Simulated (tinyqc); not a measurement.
## Voltage drop against the factor on the load at the hot node

A grid of 17 by 17 nodes with segments Rx (rows) and Ry (columns); every node draws I1 and the central node kh I1; pads with resistance Rp sit at the nodes whose row and column are multiples of the pitch, counting from 0. The drops u = Vdd - V follow from G u = i, with G the conductance matrix and i the load currents, solved directly. Here the pitch is 8.

Parameters, values chosen for the exercise: supply voltage Vdd = 1 V; resistance of a horizontal segment Rx = 0.25 ohm; resistance of a vertical segment Ry = 0.12 ohm; resistance from a pad node to the supply Rp = 0.041 ohm; load current of a node in the large grid I1 = 0.34 mA.

Result of one run:

| pads | worst drop (mV) | mean drop (mV) | largest drop at a pad (mV) | largest pad current (mA) | worst drop over Vdd (%) |
|---|---|---|---|---|---|
| 9 | 1.9958 | 1.6810 | 0.89627 | 21.860 | 0.19958 |

Which factor on the load at the hot node kh gave this result: 1, 20, 50 or 100?

kh = 20.

The whole series:

| kh | pads | worst drop (mV) | mean drop (mV) | largest drop at a pad (mV) | largest pad current (mA) | worst drop over Vdd (%) |
|---|---|---|---|---|---|---|
| 1 | 9 | 1.9346 | 1.6350 | 0.69876 | 17.043 | 0.19346 |
| 2 | 9 | 1.9378 | 1.6375 | 0.70915 | 17.296 | 0.19378 |
| 5 | 9 | 1.9472 | 1.6447 | 0.74034 | 18.057 | 0.19472 |
| 10 | 9 | 1.9630 | 1.6568 | 0.79232 | 19.325 | 0.19630 |
| 20 | 9 | 1.9958 | 1.6810 | 0.89627 | 21.860 | 0.19958 |
| 50 | 9 | 2.0972 | 1.7535 | 1.2081 | 29.467 | 0.20972 |
| 100 | 9 | 2.2758 | 1.8744 | 1.7279 | 42.145 | 0.22758 |

The worst drop rises from 1.93 to 2.28 mV and the mean drop rises from 1.64 to 1.87 mV. The central node is itself a pad. The drops are linear in the loads, so the mean grows by 0.00242 mV for each unit of kh in every row.

Program tinyqc, `OMP_NUM_THREADS=1 python tinyqc.py 2770231 2770232 out.jsonl`; Intel Xeon 2.30GHz, shared host, one thread, about 0.1 s.
